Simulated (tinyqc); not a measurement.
Worked calculation: donors with valley-orbit split 1s states. Values are carried at full precision from step to step, so a last printed digit may differ when a step is redone from the rounded ones.

Each donor binds at most one electron, in any of its states. For a site s, W_s = sum over its states of g exp(E/kT), and the ionised share is 1/(1 + W_s exp(eta)), eta = (EF - Ec)/kT; n = Nc F_1/2(eta); neutrality n + NA = ND x (mean ionised share); holes are neglected. Nc from N = 2 (m kB T/(4 pi c))^(3/2) with c = hbar^2/2m0, in 1/angstrom^3; times 1e24 for 1/cm^3, m = md. F_j(eta) = (1/Gamma(j + 1)) integral_0^infinity x^j dx/(1 + exp(x - eta)), which tends to exp(eta) for eta << 0.

Constants: hbar^2/2m0 = 3.80998211 eV angstrom^2; kB = 8.617333262e-05 eV/K.

Inputs chosen for the exercise (near those of As in Si; the results hold for these values, not for the real material): md = 1.038 m0 (density-of-states mass of the conduction band); E = (55.4, 33.9, 33) meV (binding energies of 1s(A1), 1s(T2), 1s(E)); g = (2, 6, 4) (their degeneracies with spin); T = 250 K; ND = 2.2e+16 1/cm^3 (donors); NA = 0 1/cm^3 (compensating acceptors, all ionised); mu0 = 63 cm^2/(V s) (mobility at heavy doping); mu1 = 1447 cm^2/(V s) (mobility at light doping and 300 K); Nr = 8.8e+16 1/cm^3 (reference doping); de = 0.72 (doping exponent); ga = 2.3 (temperature exponent).

## Partition sums of the neutral donor

Give each term g exp(E/kT), W_s, and the effective degeneracy W_s exp(-E_ground/kT).

Nc = 2.0188e+19 1/cm^3

terms: 1s(A1) 26.17, 1s(T2) 28.94, 1s(E) 18.51

W_s: donor 73.622

effective degeneracy: donor 5.626

The ground state alone would give 2 and all states together 12; here the excited states hold 64 % of the bound electrons.

## Neutrality

Solve for eta.

eta = -6.893
n = 2.05e+16 1/cm^3

ionised share: donor 0.931

n is 0.931 of ND - NA.

## Mobility and resistivity

Mobility (Caughey-Thomas form): mu = mu0 + (mu1 (T/300)^(-ga) - mu0)/(1 + ((ND + NA)/Nr)^de); rho = 1/(e n mu), e = 1.602176634e-19 C.

Compare with full ionisation, n = ND - NA.

mu = 1625.1 cm^2/(V s)
rho = 0.188 ohm cm
rho at full ionisation = 0.175 ohm cm

Incomplete ionisation raises rho by a factor 1.07.

## Checks

- n at ND = 1e13 1/cm^3 against the root of n^2 = (Nc/W)(ND - n) (1/cm^3): both 1.000e+13.

tinyqc: `OMP_NUM_THREADS=1 python tinyqc.py 1651473 1651474 out.jsonl`; about 0.01 s, one thread, shared Intel(R) Xeon(R) Processor @ 2.30GHz.
